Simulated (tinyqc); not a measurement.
RKS/B3LYP (VWN-RPA form) in the sto-3g basis, for BeH2, spin multiplicity 1, step by step (part 2 of 2). Computed by tinyqc, a small Python program that keeps every step (integrals from PySCF). Command: `OMP_NUM_THREADS=1 python tinyqc.py 20681 20682 out.jsonl` (the two numbers bound the seeds that draw the settings). One thread of a shared host (Intel(R) Xeon(R) Processor @ 2.60GHz), about 0.6 s of CPU time with the checks.

Geometry (angstrom):

| atom | x | y | z |
|---|---|---|---|
| Be | 0.000000 | 0.000000 | 0.000000 |
| H | 0.000000 | 1.543000 | 0.064000 |
| H | 0.000000 | -1.543000 | 0.064000 |

## Iteration 2: DIIS over 2 matrices

error matrix X^T (FDS - SDF) X:
```
           1          2         3          4          5          6          7
1   0.000000  -0.075797  0.000000   0.000000   0.003367   0.071632   0.071632
2   0.075797   0.000000  0.000000   0.000000  -0.000599  -0.210252  -0.210252
3   0.000000   0.000000  0.000000   0.000000   0.000000   0.000000   0.000000
4   0.000000   0.000000  0.000000   0.000000   0.000000  -0.205050   0.205050
5  -0.003367   0.000599  0.000000   0.000000   0.000000  -0.005399  -0.005399
6  -0.071632   0.210252  0.000000   0.205050   0.005399   0.000000   0.000000
7  -0.071632   0.210252  0.000000  -0.205050   0.005399   0.000000   0.000000
```

B (overlaps of the stored error matrices):
```
                1               2
1   1.6258519e+00  -7.5056984e-01
2  -7.5056984e-01   3.7716049e-01
```

Minimise |sum c_i e_i|^2 with sum c_i = 1: solve [B -1; -1 0][c; lambda] = [0; -1] with B_ij = tr e_i^T e_j, and take F = sum c_i F_i.

DIIS coefficients: 0.321827  0.678173

extrapolated F (hartree), lower triangle:
```
            1Be 1s     1Be 2s   1Be 2px    1Be 2py    1Be 2pz      2H 1s      3H 1s
1Be 1s   -3.850706
1Be 2s   -1.132307  -0.495387
1Be 2px   0.000000   0.000000  0.062396
1Be 2py   0.000000   0.000000  0.000000  -0.085578
1Be 2pz   0.001306  -0.000238  0.000000   0.000000   0.062189
2H 1s    -0.199898  -0.232550  0.000000  -0.194662  -0.007140  -0.147267
3H 1s    -0.199898  -0.232550  0.000000   0.194662  -0.007140  -0.019327  -0.147267
```

## Iteration 2: diagonalisation and new density

X, lower triangle:
```
            1Be 1s     1Be 2s   1Be 2px    1Be 2py    1Be 2pz      2H 1s     3H 1s
1Be 1s    1.028562
1Be 2s   -0.151111   1.170996
1Be 2px   0.000000   0.000000  1.000000
1Be 2py   0.000000   0.000000  0.000000   1.243186
1Be 2pz  -0.000761   0.007091  0.000000   0.000000   1.000348
2H 1s     0.020893  -0.237565  0.000000  -0.331738  -0.011715   1.192034
3H 1s     0.020893  -0.237565  0.000000   0.331738  -0.011715  -0.062068  1.192034
```

Diagonalise F' = X^T F X, C = X C', fill 3 alpha and 3 beta electrons from the bottom; D = 2 C_occ C_occ^T. Each column has its largest component positive (the first on a tie).

F' = X^T F X (hartree), lower triangle:
```
           1          2         3          4          5          6         7
1  -3.747542
2  -0.630958  -0.155190
3   0.000000   0.000000  0.062396
4   0.000000   0.000000  0.000000   0.160702
5   0.000203   0.006483  0.000000   0.000000   0.062571
6  -0.014708  -0.171598  0.000000  -0.257819  -0.008877   0.042798
7  -0.014708  -0.171598  0.000000   0.257819  -0.008877  -0.061090  0.042798
```

orbital energies (hartree): MO1 -3.856124, MO2 -0.268679, MO3 -0.233420, MO4 0.061335, MO5 0.062396, MO6 0.205014, MO7 0.498011

coefficients C:
```
               MO1        MO2        MO3        MO4       MO5        MO6        MO7
1Be 1s    0.988550  -0.226030   0.000000   0.024038  0.000000  -0.229676   0.000000
1Be 2s    0.043667   0.629843   0.000000  -0.099941  0.000000   1.048043   0.000000
1Be 2px   0.000000   0.000000   0.000000   0.000000  1.000000   0.000000   0.000000
1Be 2py   0.000000   0.000000   0.499853   0.000000  0.000000   0.000000   1.231161
1Be 2pz  -0.000096   0.005837   0.000000   0.994270  0.000000   0.111420   0.000000
2H 1s    -0.006762   0.373433   0.425669   0.054329  0.000000  -0.743622  -0.845720
3H 1s    -0.006762   0.373433  -0.425669   0.054329  0.000000  -0.743622   0.845720
```

D after iteration 2, lower triangle:
```
            1Be 1s    1Be 2s   1Be 2px    1Be 2py   1Be 2pz      2H 1s     3H 1s
1Be 1s    2.056640
1Be 2s   -0.198393  0.797218
1Be 2px   0.000000  0.000000  0.000000
1Be 2py   0.000000  0.000000  0.000000   0.499707
1Be 2pz  -0.002829  0.007345  0.000000   0.000000  0.000068
2H 1s    -0.182183  0.469818  0.000000   0.425544  0.004361   0.641384
3H 1s    -0.182183  0.469818  0.000000  -0.425544  0.004361  -0.083392  0.641384
```

## Iteration 7 (converged): orbitals

converged F (hartree), lower triangle:
```
            1Be 1s     1Be 2s   1Be 2px    1Be 2py    1Be 2pz      2H 1s      3H 1s
1Be 1s   -3.886190
1Be 2s   -1.139785  -0.516855
1Be 2px   0.000000   0.000000  0.044075
1Be 2py   0.000000   0.000000  0.000000  -0.100891
1Be 2pz   0.000685  -0.001586  0.000000   0.000000   0.043885
2H 1s    -0.200959  -0.242801  0.000000  -0.205895  -0.007616  -0.176337
3H 1s    -0.200959  -0.242801  0.000000   0.205895  -0.007616  -0.018444  -0.176337
```

As before.

F' = X^T F X (hartree), lower triangle:
```
           1          2         3          4          5          6         7
1  -3.783233
2  -0.631256  -0.174737
3   0.000000   0.000000  0.044075
4   0.000000   0.000000  0.000000   0.148974
5  -0.000242   0.005081  0.000000   0.000000   0.044253
6  -0.014432  -0.172913  0.000000  -0.259027  -0.008624   0.013213
7  -0.014432  -0.172913  0.000000   0.259027  -0.008624  -0.058888  0.013213
```

orbital energies (hartree): MO1 -3.891449, MO2 -0.294071, MO3 -0.257794, MO4 0.043225, MO5 0.044075, MO6 0.182903, MO7 0.478869

coefficients C:
```
               MO1        MO2        MO3        MO4       MO5        MO6        MO7
1Be 1s    0.988751  -0.223634   0.000000   0.023061  0.000000  -0.231251   0.000000
1Be 2s    0.042958   0.621287   0.000000  -0.095311  0.000000   1.053596   0.000000
1Be 2px   0.000000   0.000000   0.000000   0.000000  1.000000   0.000000   0.000000
1Be 2py   0.000000   0.000000   0.483318   0.000000  0.000000   0.000000   1.237746
1Be 2pz   0.000073   0.007816   0.000000   0.994913  0.000000   0.105396   0.000000
2H 1s    -0.006686   0.379439   0.436959   0.048721  0.000000  -0.740966  -0.839942
3H 1s    -0.006686   0.379439  -0.436959   0.048721  0.000000  -0.740966   0.839942
```

D after iteration 7, lower triangle:
```
            1Be 1s    1Be 2s   1Be 2px    1Be 2py   1Be 2pz      2H 1s     3H 1s
1Be 1s    2.055280
1Be 2s   -0.192932  0.775686
1Be 2px   0.000000  0.000000  0.000000
1Be 2py   0.000000  0.000000  0.000000   0.467192
1Be 2pz  -0.003352  0.009718  0.000000   0.000000  0.000122
2H 1s    -0.182933  0.470907  0.000000   0.422380  0.005930   0.669904
3H 1s    -0.182933  0.470907  0.000000  -0.422380  0.005930  -0.093828  0.669904
```

## Convergence

Stop when the energy changes by less than 1e-10 hartree and every element of the error matrix X^T (F D S - S D F) X is below 3e-06.

Course of the cycle:

| iteration | E (hartree) | change | largest element of the error matrix |
|---|---|---|---|
| 1 | -14.98167388 | - | 5.35e-01 |
| 2 | -15.56999327 | -5.88e-01 | 2.10e-01 |
| 3 | -15.67789279 | -1.08e-01 | 1.87e-02 |
| 4 | -15.67837322 | -4.80e-04 | 5.93e-04 |
| 5 | -15.67837410 | -8.85e-07 | 3.86e-05 |
| 6 | -15.67837411 | -2.94e-09 | 2.60e-06 |
| 7 | -15.67837411 | -1.54e-11 | 1.84e-08 |

PySCF RKS in the same basis, fine grid = -15.67970194 hartree

Converged in 7 iterations. The coarse grid moves the energy by +1.33e-03 hartree.

## Populations, bond orders and dipole

overlap S, lower triangle:
```
           1Be 1s    1Be 2s   1Be 2px    1Be 2py   1Be 2pz     2H 1s     3H 1s
1Be 1s   1.000000
1Be 2s   0.259517  1.000000
1Be 2px  0.000000  0.000000  1.000000
1Be 2py  0.000000  0.000000  0.000000   1.000000
1Be 2pz  0.000000  0.000000  0.000000   0.000000  1.000000
2H 1s    0.044357  0.380233  0.000000   0.462077  0.019166  1.000000
3H 1s    0.044357  0.380233  0.000000  -0.462077  0.019166  0.015204  1.000000
```

Mulliken: Z minus the diagonal of D S on the atom; Loewdin: the same with S^(1/2) D S^(1/2); Mayer order: 2 sum_s sum (D(s) S)_ij (D(s) S)_ji over the two atoms.

Charges (e):

| atom | Mulliken | Loewdin |
|---|---|---|
| 1Be | 0.069406 | 0.057238 |
| 2H | -0.034703 | -0.028619 |
| 3H | -0.034703 | -0.028619 |

Mayer bond orders:

| pair | order |
|---|---|
| 2-1 | 0.987183 |
| 3-1 | 0.987183 |
| 3-2 | 0.011612 |

dipole moment about the origin, x y z (debye): 0.000000  0.000000  -0.169018
